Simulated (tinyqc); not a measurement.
## Thermal resistances of a two-die stack

Problem. Heat leaves through the lower die only, and the system is linear. Find the resistance R1 from the lower die to the coolant, R2 between the dies, and the rise of the upper die when both are powered.

Values chosen for this exercise:
- P1 = 27 W (power of the lower die)
- P2 = 3.5 W (power of the upper die)

rises of the lower and upper die with only the lower one powered (K): [16.2, 16.2]
rises of the lower and upper die with only the upper one powered (K): [2.1, 3.115]

Solution. With only the lower die powered no heat crosses R2, so both dies rise by P1 R1; the difference in the second test is P2 R2; rises add.

R1 = 0.6000 K/W
R2 = 0.2900 K/W
rise of the upper die = 19.32 K

Numbers from tinyqc (`OMP_NUM_THREADS=1 python tinyqc.py 2162118 2162119 out.jsonl`; about 0.03 s on one thread of a shared Intel Xeon 2.30GHz).
